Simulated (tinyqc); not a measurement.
Charge-trap memory cell: two steps of the calculation.

Channel, tunnel oxide, storage layer, blocking layer, gate. N electrons per area sit in a sheet at the centroid and shift the threshold by U = (q/eps0) N (tb/eb + xc tn/en). EOT = t1 + 3.9 (tn/en + tb/eb); tunnel field F = (Vg - U)/EOT; dN/dt = eta (J/q)(1 - N/Nm). Fowler-Nordheim: J = A F^2 exp(-B/F), A = q^2/(16 pi^2 hbar mo phi) (times 1e14 for A/cm^2 with F in V/nm, emitter mass m0), B = (4/3) sqrt(mo/C) phi^1.5, C = hbar^2/(2 m0).

Values chosen for this exercise; oxide values close to those of silicon dioxide, storage layer close to silicon nitride, blocking layer close to aluminium oxide:
- phi = 3.06 eV (tunnel barrier)
- mo = 0.43 m0 (tunnelling mass)
- t1 = 4.3 nm (tunnel oxide (permittivity 3.9))
- tn = 8.3 nm (storage layer)
- en = 7.4 (its relative permittivity)
- tb = 14.4 nm (blocking layer)
- eb = 9 (its relative permittivity)
- xc = 0.38 (charge centroid, share of tn counted from the blocking side)
- eta = 0.33 (capture efficiency of an empty layer)
- Nm = 1.2e13 cm^-2 (trap density)
- Vg = 18.9 V (gate voltage less flat band and surface potential)
- d0 = 1e-7 s (first time step)
- gr = 1.4 (growth of the step)
- n = 11 (steps)

Constants: q = 1.602176634e-19 C, hbar = 1.054571817e-34 J s, m0 = 9.1093837015e-31 kg, eps0 = 8.8541878128e-14 F/cm where lengths are in cm, hbar^2/(2 m0) = 0.0380998212 eV nm^2. Results are converted to the units shown.

Question 1. Constants of the stack. EOT, the shift for 1e12 electrons per cm^2, the shift with all traps full, and the starting field, current and rate.

Give: EOT; shift for 1e12 cm^-2; shift with all traps full; F(0); J(0); dN/dt at the start.

Answer 1.

EOT = 14.91 nm
shift for 1e12 cm^-2 = 0.3666 V
shift with all traps full = 4.400 V
F(0) = 1.267 V/nm
J(0) = 1.141 A/cm^2
dN/dt at the start = 2.350e18 cm^-2 s^-1

Question 2. Midpoint steps of growing length. N(half) = N + (d/2) r(N), N(new) = N + d r(N(half)), r = dN/dt; the step starts at d0 and is multiplied by gr each time. Field in the blocking layer (3.9 F + q N/eps0)/eb.

Find: t; N; U; F; blocking field.

Answer 2.

| step | t (s) | N (cm^-2) | U (V) | F (V/nm) | blocking field (V/nm) |
|---|---|---|---|---|---|
| 0 | 0 | 0 | 0.000 | 1.267 | 0.5491 |
| 1 | 1.000e-7 | 2.219e11 | 0.081 | 1.262 | 0.5512 |
| 2 | 2.400e-7 | 4.961e11 | 0.182 | 1.255 | 0.5538 |
| 3 | 4.360e-7 | 8.253e11 | 0.303 | 1.247 | 0.5569 |
| 4 | 7.104e-7 | 1.209e12 | 0.443 | 1.238 | 0.5606 |
| 5 | 1.095e-6 | 1.641e12 | 0.602 | 1.227 | 0.5647 |
| 6 | 1.632e-6 | 2.116e12 | 0.776 | 1.215 | 0.5691 |
| 7 | 2.385e-6 | 2.623e12 | 0.962 | 1.203 | 0.5739 |
| 8 | 3.439e-6 | 3.153e12 | 1.156 | 1.190 | 0.5789 |
| 9 | 4.915e-6 | 3.696e12 | 1.355 | 1.176 | 0.5841 |
| 10 | 6.981e-6 | 4.247e12 | 1.557 | 1.163 | 0.5893 |
| 11 | 9.874e-6 | 4.796e12 | 1.759 | 1.149 | 0.5945 |

Range of the model: The Fowler-Nordheim form needs F t1 above phi; trap-assisted paths and leakage through the blocking layer are left out.

tinyqc, about 0.1 s, one thread, Intel Xeon 2.30GHz (shared host): `OMP_NUM_THREADS=1 python tinyqc.py 2130172 2130173 out.jsonl`
